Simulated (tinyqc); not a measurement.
Two-band k.p model of the Delta valleys near the X point under shear strain: one step. The two bands along kz. Three cases, with inputs chosen for the exercise.

Question. kx = ky = 0, kz from 0 to 1.6 k0 in steps of 0.2 k0, with and without the strain.

Valley pair on the [001] axis, kz counted from the X point, c = hbar^2/2m0, k0 = kx0 2 pi/a. H = (c kz^2/ml + c (kx^2 + ky^2)/mt + c k0^2/ml) 1 + (2 c k0 kz/ml) sigma_z + (D exy - 2 c kx ky/Mp) sigma_x, so E = c kz^2/ml + c (kx^2 + ky^2)/mt + c k0^2/ml -/+ sqrt((2 c k0 kz/ml)^2 + (D exy - 2 c kx ky/Mp)^2). Without strain the lower band has its minima, E = 0, at kz = +/- k0. Shifts from diagonal strain are left out.

Constants: hbar^2/2m0 = 3.80998211 eV angstrom^2.

Give: a table of kz/k0, kz (1/angstrom), lower, upper, lower, no strain, upper, no strain.

Case 1.

Values chosen (near those of Si; not measured data): a = 5.434 angstrom (lattice constant); ml = 0.91 m0 (longitudinal mass); mt = 0.201 m0 (transverse mass); kx0 = 0.149 2 pi/a (distance of the minimum from X); D = 15.4 eV (shear deformation potential); Mp = 0.24 m0 (coupling mass); exy = 0.0014 (shear strain).

Answer.

Levels (eV):
```
kz/k0  kz (1/angstrom)    lower   upper  lower, no strain  upper, no strain
0.0             0.0000   0.1027  0.1458            0.1243            0.1243
0.2             0.0345   0.0751  0.1834            0.0795            0.1790
0.4             0.0689   0.0424  0.2459            0.0447            0.2436
0.6             0.1034   0.0183  0.3197            0.0199            0.3181
0.8             0.1378   0.0038  0.4038            0.0050            0.4026
1.0             0.1723  -0.0009  0.4980            0.0000            0.4971
1.2             0.2067   0.0042  0.6023            0.0050            0.6015
1.4             0.2412   0.0192  0.7165            0.0199            0.7158
1.6             0.2757   0.0442  0.8407            0.0447            0.8401
```

Case 2.

Values chosen (near those of Si; not measured data): a = 5.444 angstrom (lattice constant); ml = 0.913 m0 (longitudinal mass); mt = 0.19 m0 (transverse mass); kx0 = 0.154 2 pi/a (distance of the minimum from X); D = 12.7 eV (shear deformation potential); Mp = 0.23 m0 (coupling mass); exy = -0.0039 (shear strain).

Answer.

Levels (eV):
```
kz/k0  kz (1/angstrom)    lower   upper  lower, no strain  upper, no strain
0.0             0.0000   0.0823  0.1814            0.1318            0.1318
0.2             0.0355   0.0648  0.2094            0.0844            0.1898
0.4             0.0711   0.0364  0.2694            0.0475            0.2584
0.6             0.1066   0.0135  0.3451            0.0211            0.3375
0.8             0.1422  -0.0005  0.4329            0.0053            0.4271
1.0             0.1777  -0.0046  0.5319            0.0000            0.5273
1.2             0.2133   0.0014  0.6419            0.0053            0.6381
1.4             0.2488   0.0178  0.7627            0.0211            0.7593
1.6             0.2844   0.0446  0.8941            0.0475            0.8912
```

Case 3.

Values chosen (near those of Si; not measured data): a = 5.438 angstrom (lattice constant); ml = 0.917 m0 (longitudinal mass); mt = 0.194 m0 (transverse mass); kx0 = 0.152 2 pi/a (distance of the minimum from X); D = 13.2 eV (shear deformation potential); Mp = 0.234 m0 (coupling mass); exy = 0.0013 (shear strain).

Answer.

Levels (eV):
```
kz/k0  kz (1/angstrom)    lower   upper  lower, no strain  upper, no strain
0.0             0.0000   0.1110  0.1453            0.1282            0.1282
0.2             0.0351   0.0792  0.1873            0.0820            0.1845
0.4             0.0702   0.0447  0.2526            0.0461            0.2512
0.6             0.1054   0.0195  0.3290            0.0205            0.3281
0.8             0.1405   0.0044  0.4159            0.0051            0.4152
1.0             0.1756  -0.0006  0.5132            0.0000            0.5126
1.2             0.2107   0.0046  0.6207            0.0051            0.6203
1.4             0.2459   0.0201  0.7386            0.0205            0.7381
1.6             0.2810   0.0458  0.8667            0.0461            0.8663
```

Computed by tinyqc, one run a case: `OMP_NUM_THREADS=1 python tinyqc.py N N+1 out.jsonl` with N = 1051224, 1051265, 1051316; one thread of a shared Intel(R) Xeon(R) Processor @ 2.30GHz, about 0.01 s a run at most.
